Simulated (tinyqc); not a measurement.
sp3s* tight binding: one step. Levels at this k. The numbers come from values chosen for the exercise (near a published set for GaSb, fitted to gaps, whose masses and valley positions are rough).

H(k) (eV), lower triangle (Hermitian):
```
                      sa                   xa                   ya                   za                  s*a
sa             -7.296000
xa                     0             0.861000
ya                     0                    0             0.861000
za                     0                    0                    0             0.861000
s*a                    0                    0                    0                    0             6.603000
sc   -3.604250-1.021568i   1.172249+1.784579i   1.172249+1.784579i   1.172249+1.784579i                    0
xc   -1.252364-1.906543i   0.921936+0.261308i  -1.039984-1.583224i  -1.039984-1.583224i  -1.260426-1.918816i
yc   -1.252364-1.906543i  -1.039984-1.583224i   0.921936+0.261308i  -1.039984-1.583224i  -1.260426-1.918816i
zc   -1.252364-1.906543i  -1.039984-1.583224i  -1.039984-1.583224i   0.921936+0.261308i  -1.260426-1.918816i
s*c                    0   1.066941+1.624262i   1.066941+1.624262i   1.066941+1.624262i                    0

            sc        xc        yc        zc       s*c
sc   -3.911000
xc           0  2.895000
yc           0         0  2.895000
zc           0         0         0  2.895000
s*c          0         0         0         0  5.962000
```

Task: Diagonalise H, which belongs to k = (0.37, 0.37, 0.37) (2 pi/a). Four bands are filled (two electrons each); give the make-up of band 5, the lowest empty one.

Give: levels; weights of band 5; weight of band 5 on atom a.

Result:

levels (eV): -10.7646  -5.6780  -1.0005  -1.0005  1.0676  2.7116  4.7565  4.7565  7.7365  10.0408

weights of band 5: s 0.515, p 0.325, s* 0.160

weight of band 5 on atom a = 0.422

The vertical gap at this k is 2.0681 eV; band 5 is mostly s-like.

Run: tinyqc, `OMP_NUM_THREADS=1 python tinyqc.py 1480125 1480126 out.jsonl`; Intel(R) Xeon(R) Processor @ 2.30GHz, one thread, shared host; about 0.1 s of CPU time with all checks.
